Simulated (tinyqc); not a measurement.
Band offsets of oxides on a semiconductor by the charge-neutrality-level model: one step of the calculation.

Each material has a charge-neutrality level at the depth Phi = chi + Eg - CNL below vacuum. For oxide B on semiconductor A, dEc = (chiA - PhiA) - (chiB - PhiB) + S (PhiA - PhiB), dEv = EgB - EgA - dEc, with the pinning factor S = 1/(1 + 0.1 (eps_inf - 1)^2) of the oxide. S = 1 is the affinity rule, S = 0 aligns the two levels.

Problem. One oxide. Depths of both levels, S and the two offsets.

Parameters, values chosen for the exercise; substrate values close to those of gallium arsenide: gap of the semiconductor EgA = 1.41 eV; its electron affinity chiA = 4.11 eV; its charge-neutrality level above the valence edge cA = 0.54 eV.

oxide values (close to zirconium oxide): Eg (eV) 5.96, chi (eV) 2.56, CNL (eV) 3.53, eps_inf 4.91

Find: PhiA; PhiB; S; dEc; dEv.

Solution.

PhiA = 4.9800 eV
PhiB = 4.9900 eV
S = 0.39544
dEc = 1.5560 eV
dEv = 2.9940 eV

The limits are dEc = 1.55 eV (S = 1) and 1.56 eV (S = 0).

Range of the model: The model ignores the chemistry of the actual interface, which can move offsets by several tenths of an eV.

Computed by the program tinyqc: `OMP_NUM_THREADS=1 python tinyqc.py 2410059 2410060 out.jsonl`, one thread of a shared Intel Xeon 2.30GHz, about 0.01 s for the whole run.
